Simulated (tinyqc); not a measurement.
Changing the energy of phase 2 above phase 1, Delta E0: pressure-driven transition between two phases with analytic equations of state. Computed by tinyqc, a small Python program. Command: `OMP_NUM_THREADS=1 python tinyqc.py 3020635 3020636 out.jsonl transition sweep`. One thread of a shared host (Intel(R) Xeon(R) Processor @ 2.30GHz), about 0.01 s of CPU time with the checks.

Each phase obeys E = E0 + (B0 V/B') [(V0/V)^B'/(B' - 1) + 1] - B0 V0/(B' - 1), P = (B0/B') [(V0/V)^B' - 1]; E0 = 0 for phase 1 and Delta E0 for phase 2. H = E + P V.

Inputs (values chosen for the exercise, for two model phases):
```
quantity              value             unit
volume V0 of phase 1   23.2  angstrom^3/atom
B0 of phase 1           151              GPa
B' of phase 1           5.2                -
volume V0 of phase 2   19.3  angstrom^3/atom
B0 of phase 2           177              GPa
B' of phase 2          3.78                -
```

Equation of state: Murnaghan.

Constants: 1 eV/angstrom^3 = 160.2176634 GPa.

Method. If neither phase were compressed, P = Delta E0/(V0 of phase 1 - V0 of phase 2). Start from P = Delta E0/(V0 of phase 1 - V0 of phase 2); at each P solve P(V) = P for both phases and step P(new) = P - (H_2 - H_1)/(V_2 - V_1); stop when |H_2 - H_1| < 1e-10 eV. At the zero-temperature transition the volume change is V_2/V_1 - 1 and the work is P (V_1 - V_2).

One run for each value; columns: (1) energy of phase 2 above phase 1, Delta E0 (eV/atom); (2) transition pressure (GPa); (3) rigid estimate (GPa); (4) volume change (%); (5) work P (V_1 - V_2) (eV/atom):
```
(1)        (2)     (3)      (4)      (5)
0.0077  0.3169  0.3163  -16.785  0.00769
0.0120  0.4944  0.4930  -16.771  0.01197
0.0170  0.7011  0.6984  -16.756  0.01693
0.0260  1.0745  1.0681  -16.728  0.02585
0.0380  1.5747  1.5611  -16.693  0.03768
0.0560  2.3299  2.3006  -16.644  0.05533
0.0840  3.5158  3.4508  -16.575  0.08255
0.1300  5.4921  5.3406  -16.479  0.12676
0.1900  8.1183  7.8055  -16.384  0.18369
```

Over the rows, transition pressure (GPa) rises from 0.317 to 8.12 (exponent d ln y / d ln x about 1.0 throughout); rigid estimate (GPa) rises from 0.316 to 7.81 (exponent d ln y / d ln x about 1.0 throughout); volume change (%) rises from -16.8 to -16.4 (exponent d ln y / d ln x -0.0018 between the first rows and -0.015 between the last). The exponent of transition pressure stays between 1.00 and 1.03, near 1: the rigid estimate Delta E0/Delta V. P_t/(rigid estimate) goes from 1.002 to 1.040: the higher the pressure, the more the two volumes have changed from their values at P = 0.

Extremes, crossings and ranges named in words are read from the listed rows.
